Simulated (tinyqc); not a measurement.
Binding against mu: shallow acceptor in the spherical model (Baldereschi-Lipari), strong spin-orbit limit. Computed by tinyqc, a small Python program. Command: `OMP_NUM_THREADS=1 python tinyqc.py 3013292 3013293 out.jsonl acceptor walk`. One thread of a shared host (Intel(R) Xeon(R) Processor @ 2.30GHz), about 0.01 s of CPU time with the checks.

The 1S(3/2) state has an s envelope f(r) and a d envelope g(r). In effective units they obey -(f'' + 2f'/r + 2f/r) + mu (g'' + 5g'/r + 3g/r^2) = E f and -(g'' + 2g'/r - 6g/r^2 + 2g/r) + mu (f'' - f'/r) = E g. The cubic term, the split-off band and the central cell are left out.

Inputs (values chosen for the exercise, modelled on InAs):
```
quantity,value,unit
Luttinger gamma_1,19.6,-
Luttinger gamma_2,8.55,-
Luttinger gamma_3,9.04,-
dielectric constant eps,14.4,-
```

Constants: Ry = 13.605693123 eV; a_0 = 0.529177210903 angstrom.

Method:
- Ry* = Ry/(gamma_1 eps^2), a* = a_0 eps gamma_1, mu = (6 gamma_3 + 4 gamma_2)/(5 gamma_1), delta = (gamma_3 - gamma_2)/gamma_1; spherical masses 1/(gamma_1 (1 - mu)) (heavy) and 1/(gamma_1 (1 + mu)) (light).
- Basis: f_i = exp(-zeta_i r), g_i = r exp(-zeta_i r), weight r^2 dr, s = zeta_i + zeta_j. S_ff = 2/s^3, H_ff = zeta_i zeta_j S_ff - 2/s^2; S_gg = 24/s^5, H_gg = 8/s^3 + 24 zeta_i zeta_j/s^5 - 12/s^4; H(f_i, g_j) = mu (6 zeta_i^2/s^4 + 2 zeta_i/s^3); S_fg = 0. Each function is normalised by sqrt(S_ii).
- Large basis: zeta_i = 0.08 x 1.55^(i-1), i = 1..20 in each channel; overlap eigenvalues below 1e-11 are dropped.

mu = 0.902449

1S(3/2):
```
mu,binding (Ry*),d weight,binding x (1 - mu)
0.10,1.0091,0.00424,0.90817
0.27,1.0706,0.03118,0.78153
0.50,1.2985,0.10979,0.64927
0.54,1.3684,0.12886,0.62948
0.80,2.5802,0.29828,0.51604
0.90,4.7683,0.38818,0.47683
0.95,9.1447,0.44002,0.45723
```

What does the comparison show, and why?

The binding grows from 1.009 to 9.14 Ry*, slowly at first (second order in mu), while the d weight rises to 0.44. The last column, the binding in units of the heavy-hole Rydberg, falls to 0.457, towards about 0.44 as mu tends to 1.
